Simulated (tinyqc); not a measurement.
Chemical vapour deposition: Grove model, boundary layer, depletion and step coverage: one step, computed by the program tinyqc. Command: `OMP_NUM_THREADS=1 python tinyqc.py 3014301 3014302 out.jsonl cvd walk`. One thread of a shared host (Intel(R) Xeon(R) Processor @ 2.30GHz), about 0.01 s of CPU time with the checks.

A precursor diffuses to the surface and reacts there at first order; each molecule that reacts adds one formula unit of film.

Question. Step coverage in a trench. In a long trench of width w and depth l = aspect ratio x w: Knudsen diffusivity D_K = (2w) c/3 (hydraulic diameter 2w), combined as 1/D_e = 1/D_K + 1/D; D_e d2C/dz2 = 2 k_s C/w with D_e dC/dz = -k_s C at the floor. With m = sqrt(2 k_s/(w D_e)): C(floor)/C(top) = 1/[cosh(m l) + (k_s/(D_e m)) sinh(m l)].

Inputs (values chosen for the exercise, close to those used for tungsten from its fluoride): temperature T = 490 C; trench width w = 0.54 um; aspect ratio of the trench = 44.

Reactor: horizontal, reduced pressure.

mean speed c = 23285.41 cm/s

gas diffusivity D = 44.92990 cm^2/s

surface rate constant k_s = 0.05737363 cm/s

Give: Knudsen diffusivity D_K; effective diffusivity D_e; modulus m l; step coverage.

Answer.

Knudsen diffusivity D_K = 0.8383 cm^2/s

effective diffusivity D_e = 0.8229 cm^2/s

modulus m l = 0.1207

step coverage = 0.9926

Caution: the hydraulic-diameter form of D_K is rough for a slit.
